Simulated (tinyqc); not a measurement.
Biaxially strained (001) channel, valley splitting in an inversion layer: effect of the confining field.

A thin layer grown on a relaxed buffer is stretched in the plane. The two valleys with their long axis along the growth direction (D2) sink against the four in-plane ones (D4); confinement in a triangular well splits them too. Only the lowest subband of each set is kept; one relaxation time, so the weakening of intervalley scattering is left out.

e_par = b1 x, e_perp = -2 (c12/c11) e_par, splitting D = Xu (e_par - e_perp), in-plane stress (c11 + c12 - 2 c12^2/c11) e_par. Levels E(m) = 2.33811 (hbar^2 q^2 F^2/(2 m))^(1/3): E2 = E(ml), E4 = E(mt) + D; N2 = 2 mt kB T/(pi hbar^2), N4 = 4 sqrt(mt ml) kB T/(pi hbar^2). EF solves Ns = N2 ln(1 + exp((EF - E2)/Vt)) + N4 ln(1 + exp((EF - E4)/Vt)); f2 is the share in D2, and 1/mc = f2/mt + (1 - f2)(1/mt + 1/ml)/2. The gain is mc(x = 0)/mc.

Values chosen for this exercise; values close to those of silicon on relaxed silicon-germanium:
```
symbol,value,unit,meaning
T,300,K,temperature
x,0.18,,germanium share of the relaxed buffer
b1,0.0418,,lattice mismatch per unit x
c11,165,GPa,elastic constant
c12,62.6,GPa,elastic constant
Xu,9,eV,shear deformation potential
ml,0.913,m0,longitudinal mass
mt,0.195,m0,transverse mass
Ns,1.3e12,cm^-2,inversion density
```

Constants: q = 1.602176634e-19 C, kB = 1.380649e-23 J/K, hbar = 1.054571817e-34 J s, m0 = 9.1093837015e-31 kg, Vt = kB T/q, hbar^2/(2 m0) = 0.0380998212 eV nm^2. Results are converted to the units shown.

The same in every row: D (meV) = 119.1.

Results:

| F (MV/cm) | f2 without strain | f2 | mc (m0) | gain |
|---|---|---|---|---|
| 0.1 | 0.3727 | 0.9814 | 0.1964 | 1.318 |
| 0.3 | 0.6200 | 0.9935 | 0.1955 | 1.173 |
| 0.7 | 0.8793 | 0.9986 | 0.1951 | 1.049 |
| 0.9 | 0.9327 | 0.9993 | 0.1951 | 1.027 |
| 1.1 | 0.9620 | 0.9996 | 0.1950 | 1.015 |
| 1.3 | 0.9781 | 0.9998 | 0.1950 | 1.009 |
| 1.5 | 0.9871 | 0.9999 | 0.1950 | 1.005 |

Estimate the missing row, F = 0.5 MV/cm.

Computed row:

| F (MV/cm) | f2 without strain | f2 | mc (m0) | gain |
|---|---|---|---|---|
| 0.5 | 0.7832 | 0.9971 | 0.1952 | 1.092 |

With this row back in the table: As F goes from 0.1 to 1.5 MV/cm, f2 rises from 0.981 to 1.00 (without strain: it rises from 0.373 to 0.987) and the gain falls from 1.32 to 1.01. Strong confinement already empties D4, so strain has less to move.

Numbers from tinyqc (`OMP_NUM_THREADS=1 python tinyqc.py 2530048 2530049 out.jsonl`; about 0.02 s on one thread of a shared Intel Xeon 2.30GHz).
